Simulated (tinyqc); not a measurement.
## MOS inversion layer, Poisson-Schroedinger loop: effect of the sheet density of electrons

Electrons confined at an insulator interface at z = 0, treated as a hard wall; parabolic valleys, Hartree approximation, no image or exchange terms. The depletion charge lies far deeper than the electrons and gives a uniform field q Nd/(eps0 eps_r); the gate balances all charge. Energies are counted from the band edge at the interface.

Schroedinger equation -(C/mz) psi'' + (V0 + U) psi = E psi, C = hbar^2/(2 m0), psi(0) = 0, on a uniform mesh of 800 nodes with a far wall at 26 nm, 8 levels a set; V0 = q Nd z/(eps0 eps_r); dU/dz = q (Ns - integral of n from 0 to z)/(eps0 eps_r), U(0) = 0; N_k = g md m0 q Vt/(pi hbar^2) ln(1 + exp((EF - E_k)/Vt)), g the number of valleys of the set, sum N_k = Ns. Triangular well: E_k = a_k (C F^2/mz)^(1/3), a_1 = 2.338107, a_2 = 4.087949, C = hbar^2/(2 m0), F in eV/nm. Fang-Howard (all electrons in the lowest level of set A): b^3 = 6 (mz1/C) q (Nd + 11 Ns/32)/(eps0 eps_r), centroid 3/b, level C b^2/(4 mz1) + (3/b) q (Nd + 11 Ns/16)/(eps0 eps_r). The centroid adds 3.9 z_av/eps_r to an oxide-equivalent thickness. Shares under 0.0001 % are printed as 0.

Values chosen for this exercise; masses and permittivity close to those of silicon (111): temperature T = 300 K; relative permittivity eps_r = 11.5; mass along z of valley set A (6 valley(s)) mz1 = 0.255 m0; in-plane density-of-states mass of set A md1 = 0.353 m0; sheet density of depletion charge Nd = 8.8e11 cm^-2.

Constants: q = 1.602176634e-19 C, kB = 1.380649e-23 J/K, hbar = 1.054571817e-34 J s, m0 = 9.1093837015e-31 kg, Vt = kB T/q, eps0 = 8.8541878128e-14 F/cm where lengths are in cm, hbar^2/(2 m0) = 0.0380998212 eV nm^2. Results are converted to the units shown.

Effect of the sheet density of electrons:

| Ns (cm^-2) | A1 (meV) | A2 (meV) | EF (meV) | share of A1 (%) | share of A2 (%) | centroid z_av (nm) | added oxide equivalent (nm) | Fang-Howard centroid (nm) |
|---|---|---|---|---|---|---|---|---|
| 1e11 | 75.7 | 130 | -68.4 | 86.9 | 10.6 | 3.80 | 1.29 | 3.60 |
| 2.1e11 | 80.1 | 135 | -44.6 | 87.3 | 10.3 | 3.73 | 1.27 | 3.55 |
| 4.5e11 | 89.3 | 147 | -15.3 | 88.2 | 9.64 | 3.61 | 1.22 | 3.46 |
| 9.7e11 | 108 | 169 | 24.0 | 89.7 | 8.50 | 3.38 | 1.15 | 3.28 |
| 2.1e12 | 144 | 213 | 81.3 | 91.9 | 6.74 | 3.03 | 1.03 | 2.99 |
| 4.4e12 | 207 | 287 | 165 | 94.5 | 4.67 | 2.61 | 0.883 | 2.61 |
| 9.4e12 | 318 | 416 | 300 | 96.9 | 2.65 | 2.14 | 0.726 | 2.18 |
| 2e13 | 507 | 633 | 515 | 98.6 | 1.19 | 1.71 | 0.580 | 1.77 |

What does the table show?

As Ns goes from 1e11 to 2e13, A1 rises from 75.7 to 507 meV, the share of A1 rises from 86.9 to 98.6 % and the centroid falls from 3.80 to 1.71 nm. A1 goes as Ns^(0.62) between the last two rows (a triangular well in the field of that charge alone gives 2/3). EF lies more than 2 meV above A1 for Ns = 2e13. The Fang-Howard centroid is 5.2 % below the full one in the first row, where A1 holds 86.9 %, and 3.2 % above it in the last, where A1 holds 98.6 %.

Computed by the program tinyqc: `OMP_NUM_THREADS=1 python tinyqc.py 2160010 2160011 out.jsonl`, one thread of a shared Intel Xeon 2.30GHz, about 0.2 s for the whole run.
